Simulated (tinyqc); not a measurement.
Lossy interposer transmission line with skin effect: two steps of the calculation.

A uniform line in a homogeneous dielectric: c = sqrt(er)/(c0 Z0), l = Z0 sqrt(er)/c0 (c0 = 299792458 m/s), g = w c td, w = 2 pi f. The resistance joins its limits as r = sqrt(r_dc^2 + r_hf^2), with r_dc = rho/(wd th), r_hf = kr rho/(2 delta (wd + th)), delta = sqrt(rho/(pi f mu0)), mu0 = 4 pi 1e-7 H/m; this is an interpolation, and internal inductance, up to 0.05 nH/mm at low frequency, is neglected.

Inputs (values chosen for the exercise):
- wd = 2.2 um (width of the strip)
- th = 0.83 um (thickness of the strip)
- rho = 2.9 uohm cm (resistivity)
- er = 3.5 (relative permittivity)
- td = 0.002 (loss tangent)
- Z0 = 50 ohm (lossless impedance sqrt(l/c))
- kr = 1.5 (factor for crowding and the return path)
- len = 20 mm (length)
- f = 0.28 GHz (frequency)

Task 1. Line constants. delta, r_dc, r_hf, r, l, c and g as defined.

Find: delta; r_dc; r_hf; r; l; c; g.

Result 1.

delta = 5.122 um
r_dc = 15.88 ohm/mm
r_hf = 1.401 ohm/mm
r = 15.94 ohm/mm
l = 0.3120 nH/mm
c = 124.8 pF/m
g = 4.391e-4 S/m

r is 1.00 times r_dc; the skin depth is 6.17 of the thickness.

Task 2. Propagation constant and impedance. gamma = sqrt((r + i w l)(g + i w c)) = alpha + i beta, Zc = sqrt((r + i w l)/(g + i w c)), roots with positive real part; loss 8.685889638 alpha in dB; phase velocity w/beta.

r = 15.943423 ohm/mm
l = 0.31202064 nH/mm
c = 124.80826 pF/m
g = 4.3914830e-4 S/m

Give: gamma len; Zc; loss; phase velocity over c0; r/(w l).

Result 2.

gamma len = 0.8233+0.8505i
Zc = 194.0-187.1i ohm
loss = 0.3576 dB/mm
phase velocity over c0 = 0.1380
r/(w l) = 29.04

r exceeds w l, so the line behaves mainly as an RC line at this frequency.

Numbers from tinyqc (`OMP_NUM_THREADS=1 python tinyqc.py 2810219 2810220 out.jsonl`; about 0.01 s on one thread of a shared Intel Xeon 2.30GHz).
